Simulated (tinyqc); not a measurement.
Type-II superlattice in the two-band Kane model: sweeps and comparisons. A value that a table varies takes the place of the one given here.

Motion along the axis, period d = a + b, c = hbar^2/2m0. Conduction and light-hole bands couple: (E - Ec)(E - Ev) = Ep c k^2 in each layer, with mass m(E) = (E - Ev)/Ep, which may be negative. The conduction envelope psi and psi'/m(E) are continuous; a layer carries them by [[cos kt, (m/k) sin kt], [-(k/m) sin kt, cos kt]] (cosh and sinh for k^2 < 0), and cos(q d) = tr(M_B M_A)/2. C1 is the first miniband above EvB, with its bottom at tr/2 = +1 and its top at -1; the gap is the bottom of C1 less the top heavy-hole level HH1.

Heavy holes are uncoupled: with e = EvB - E, p = sqrt(mhB e/c), w = sqrt(mhA (EvB - EvA - e)/c), the top level HH1 at q = 0 solves (p/mhB) tan(p b/2) = (w/mhA) tanh(w a/2).

Constants: hbar^2/2m0 = 3.80998211 eV angstrom^2; hc = 1239.841984 eV nm.

Values chosen for the exercise (near those of an InAs/GaSb superlattice; the results hold for these values, not for the real material):
```
symbol  value                         unit      meaning
b       52                            angstrom  layer B
EcA     0                             eV        conduction edge of A
EvA     -0.421                        eV        valence edge of A
EcB     0.925                         eV        conduction edge of B
EvB     0.113                         eV        valence edge of B
EpA     14.3                          eV        coupling energy in A
EpB     18.2                          eV        coupling energy in B
mhA     0.33                          m0        heavy hole in A
mhB     0.26                          m0        heavy hole in B
As      (18, 29, 35, 44, 55, 66, 76)  angstrom  widths of layer A
a       53                            angstrom  layer A
```

## Width of layer A

Bottom of C1 (tr/2 = +1, above EvB), HH1, the gap and hc/gap; widths at which C1 no longer starts above EvB are left out.

Results:
```
a (angstrom)  C1 (eV)  HH1 (eV)  gap (meV)  cut-off (micrometre)
18             0.5419    0.0781      463.8                  2.67
29             0.3836    0.0776      306.0                  4.05
35             0.3239    0.0776      246.3                  5.03
44             0.2570    0.0775      179.5                  6.91
55             0.1996    0.0775      122.1                 10.16
66             0.1591    0.0775       81.5                 15.20
76             0.1318    0.0775       54.3                 22.85
```

How do the results move?

From a = 18 to 76 angstrom C1 falls by 410 meV while HH1 moves by -0.6 meV, so layer A tunes the gap, from 464 to 54 meV. The cut-off shifts by 0.125 micrometre per angstrom at the thin end and 0.765 at the thick end: long wavelengths need tight control of the thickness.

## One band or two

Bottom of C1. One band: (k/mA) tan(k a/2) = (kappa/mB) tanh(kappa b/2) with the edge masses (Ec - Ev)/Ep and barrier EcB - EcA. Second row: mA replaced by m(E). The last column is measured against two bands.

Results:
```
model                  C1 (eV)  gap (meV)  error (meV)
one band, edge masses   0.1874      109.8        -21.2
m(E) in A only          0.1643       86.7        -44.3
two bands               0.2085      131.0          0.0
```

mA = 0.0294 m0
mB = 0.0446 m0

What can be read from the table?

With edge masses C1 errs by -21 meV, 16 % of the gap. The heavier m(E) in A changes it by -23 meV; the treatment of B changes it by +44 meV, since C1 lies 96 meV above the valence edge of B, where its mass is 0.0052 instead of 0.0446.

## What each parameter does

Bottom and width of C1, HH1 and the gap. Each row changes one parameter from the base and keeps the others.

Results:
```
case             C1 (eV)  width (meV)  HH1 (eV)  gap (meV)
base              0.2085         26.8    0.0775      131.0
a = 50 angstrom   0.2231         27.9    0.0775      145.6
b = 55 angstrom   0.2103         24.1    0.0806      129.6
EvB = 0.093 eV    0.2069         24.8    0.0578      149.1
EcB = 0.975 eV    0.2112         24.6    0.0775      133.7
EvA = -0.451 eV   0.2039         26.2    0.0772      126.8
EpA = 15.4 eV     0.2158         28.2    0.0775      138.3
mhB = 0.3 m0      0.2085         26.8    0.0807      127.8
```

How do the results move?

The largest shifts from the base row, up to three for each result and ties (the steps differ in size, so this ranks the rows, not the parameters). C1 (eV): a +0.0146, EpA +0.0073, EvA -0.0046; unchanged at the printed digits by mhB. width (meV): b -2.7, EcB -2.3, EvB -2.1; unchanged at the printed digits by mhB. HH1 (eV): EvB -0.0197, mhB +0.0032, b +0.0031; unchanged at the printed digits by a, EcB and EpA. gap (meV): EvB +18.1, a +14.6, EpA +7.3.

Run: tinyqc, `OMP_NUM_THREADS=1 python tinyqc.py 1280361 1280362 out.jsonl`; Intel(R) Xeon(R) Processor @ 2.30GHz, one thread, shared host; about 0.1 s of CPU time with all checks.
